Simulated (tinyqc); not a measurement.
## MOS capacitor on a p-type substrate, surface potential from the exact charge relation: Capacitance-voltage curves

Uniform p-type substrate, Boltzmann statistics, full ionisation, classical densities. psi is the surface potential against the body (positive when the bands bend down) and u = psi/Vt. Traps are spread evenly over the gap and neutral at flat band, so their charge is -q Dit psi; the minority quasi-Fermi level is shifted by Vb.

ni = sqrt(Nc Nv) exp(-Eg/(2 Vt)), Eg in volts; phiF = Vt ln(N/ni); Cox = eps0 eox/tox; Vfb = phiM - chi - (Eg - Vt ln(Nv/N)) - q Nf/Cox; Q0 = sqrt(2 eps0 eps_r q N Vt); r = (ni/N)^2 exp(-Vb/Vt); VT = Vfb + [(2 phiF + Vb)(1 + q Dit/Cox) + sqrt(2 eps0 eps_r q N (2 phiF + Vb))/Cox]. u = psi/Vt; F^2 = exp(-u) + u - 1 + r (exp(u) - u - 1); Qs = -sign(u) Q0 F; Cs = -dQs/dpsi = (Q0/Vt) |1 - exp(-u) + r (exp(u) - 1)|/(2 F). psi solves Vg = Vfb + psi + (q Dit psi - Qs)/Cox. Low frequency: 1/C_LF = 1/Cox + 1/(Cs + q Dit). High frequency, in the simple estimate in which traps and minority carriers do not follow: 1/C_HF = 1/Cox + 1/Cd, Cd being Cs with r = 0 at the same psi. Deep depletion: r = 0 and Dit = 0 both in the equation for psi and in Cs. Minority sheet density N_inv = (Q0/(2 q)) int_0^u r (exp(t) - 1)/F(t) dt for u > 0. N_inv under 1 cm^-2 is printed as 0. Regimes: accumulation when majority carriers gather, then depletion up to |psi| = phiF + Vb, weak inversion up to 2 phiF + Vb, strong inversion beyond.

Values chosen for this exercise; band and dielectric values close to those of 4H silicon carbide: temperature T = 300 K; band gap Eg = 3.29 eV; relative permittivity eps_r = 9.86; conduction-band density of states at T Nc = 1.73e19 cm^-3; valence-band density of states at T Nv = 2.54e19 cm^-3; electron affinity chi = 3.64 eV; acceptor density of the substrate N = 1.7e17 cm^-3; relative permittivity of the gate insulator (close to silicon dioxide) eox = 3.9; insulator thickness tox = 3.5 nm; gate work function phiM = 3.88 eV; fixed charge at the interface, in units of q Nf = -3.9e10 cm^-2; density of interface traps Dit = 5.7e11 cm^-2 eV^-1; reverse bias of the inversion layer against the body Vb = 0 V.

Constants: q = 1.602176634e-19 C, kB = 1.380649e-23 J/K, Vt = kB T/q, eps0 = 8.8541878128e-14 F/cm where lengths are in cm. Results are converted to the units shown.

Capacitance-voltage curves:
```
Vg (V),psi (V),C_LF/Cox,C_HF/Cox,C_deep/Cox,N_inv (cm^-2),regime
-3.58,-0.1389,0.9114,0.9107,0.9124,0,accumulation
-3.09,-0.06475,0.7302,0.7233,0.7289,0,accumulation
-2.6,0.2026,0.2622,0.2081,0.2015,0,depletion
-2.11,0.5848,0.1938,0.1288,0.1243,0,depletion
-1.62,0.9863,0.1704,0.1013,0.09766,0,depletion
-1.13,1.396,0.1575,0.08626,0.08306,0,depletion
-0.64,1.811,0.1491,0.07639,0.07351,0,weak inversion
-0.14,2.238,0.1430,0.06916,0.06652,0,weak inversion
0.35,2.659,0.1384,0.06376,0.06130,4219,weak inversion
0.84,3.077,0.2874,0.05951,0.05714,4.007e10,strong inversion
1.33,3.191,0.9155,0.05849,0.05373,2.252e12,strong inversion
```

C_LF/Cox is lowest, 0.138, at Vg = 0.35 V (weak inversion) among the rows listed and is 0.915 in the last row, where C_HF/Cox is 0.0585 and the deep-depletion value 0.0537. Vfb = -2.91 V, where C_HF/Cox = 0.493 (Cox in series with eps0 eps_r/LD), and VT = 0.794 V. The traps add q Dit = 0.093 Cox beside Cs, which lifts C_LF above C_HF even in depletion. In strong accumulation and inversion degeneracy and confinement, left out here, lower the capacitance.

tinyqc, about 0.01 s, one thread, Intel Xeon 2.30GHz (shared host): `OMP_NUM_THREADS=1 python tinyqc.py 2060051 2060052 out.jsonl`
